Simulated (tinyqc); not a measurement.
UHF in the sto-3g basis, for H4, spin multiplicity 1, step by step. One step of it, computed by the program tinyqc.

Task: Iteration 1: diagonalisation and new density. Diagonalise F' = X^T F X, C = X C', fill 2 alpha and 2 beta electrons from the bottom; D(s) = C_occ C_occ^T. Each column has its largest component positive (the first on a tie).

F(alpha) (hartree), lower triangle:
```
           1H 1s      2H 1s      3H 1s     4H 1s
1H 1s  -0.334793
2H 1s  -0.305043   0.028060
3H 1s   0.016320  -0.105603  -0.241004
4H 1s  -0.018974  -0.051562  -0.217852  0.069269
```

F(beta) (hartree), lower triangle:
```
           1H 1s      2H 1s      3H 1s      4H 1s
1H 1s   0.069269
2H 1s  -0.217852  -0.241004
3H 1s  -0.051562  -0.105603   0.028060
4H 1s  -0.018974   0.016320  -0.305043  -0.334793
```

X:
```
               1          2          3         4
1H 1s  -0.576867   0.625944   0.473821  0.398850
2H 1s   0.662494  -0.547511   0.412580  0.455987
3H 1s  -0.662494  -0.547511  -0.412580  0.455987
4H 1s   0.576867   0.625944  -0.473821  0.398850
```

Give: F' = X^T F X; orbital energies; coefficients C; F' = X^T F X; orbital energies; coefficients C; D(alpha) after iteration 1; D(beta) after iteration 1.

Result:

F' = X^T F X (alpha) (hartree), lower triangle:
```
         1        2        3        4
1   0.2962
2  -0.0221   0.1365
3   0.0247  -0.2157  -0.2420
4   0.1384  -0.0073  -0.0554  -0.3395
```

orbital energies (alpha) (hartree): MO1 -0.4114, MO2 -0.2974, MO3 0.2278, MO4 0.3322

coefficients C (alpha):
```
          MO1      MO2      MO3      MO4
1H 1s  0.8141  -0.2480   0.2514  -0.5663
2H 1s  0.3543   0.0888  -0.4402   0.8886
3H 1s  0.1047   0.8384  -0.4400  -0.4576
4H 1s  0.0880   0.2855   0.9178   0.4202
```

F' = X^T F X (beta) (hartree), lower triangle:
```
         1        2        3        4
1   0.2962
2   0.0221   0.1365
3   0.0247   0.2157  -0.2420
4  -0.1384  -0.0073   0.0554  -0.3395
```

orbital energies (beta) (hartree): MO1 -0.4114, MO2 -0.2974, MO3 0.2278, MO4 0.3322

coefficients C (beta):
```
          MO1      MO2      MO3      MO4
1H 1s  0.0880   0.2855   0.9178   0.4202
2H 1s  0.1047   0.8384  -0.4400  -0.4576
3H 1s  0.3543   0.0888  -0.4402   0.8886
4H 1s  0.8141  -0.2480   0.2514  -0.5663
```

D(alpha) after iteration 1, lower triangle:
```
         1H 1s   2H 1s   3H 1s   4H 1s
1H 1s   0.7243
2H 1s   0.2664  0.1334
3H 1s  -0.1227  0.1115  0.7138
4H 1s   0.0008  0.0565  0.2486  0.0892
```

D(beta) after iteration 1, lower triangle:
```
        1H 1s    2H 1s   3H 1s   4H 1s
1H 1s  0.0892
2H 1s  0.2486   0.7138
3H 1s  0.0565   0.1115  0.1334
4H 1s  0.0008  -0.1227  0.2664  0.7243
```
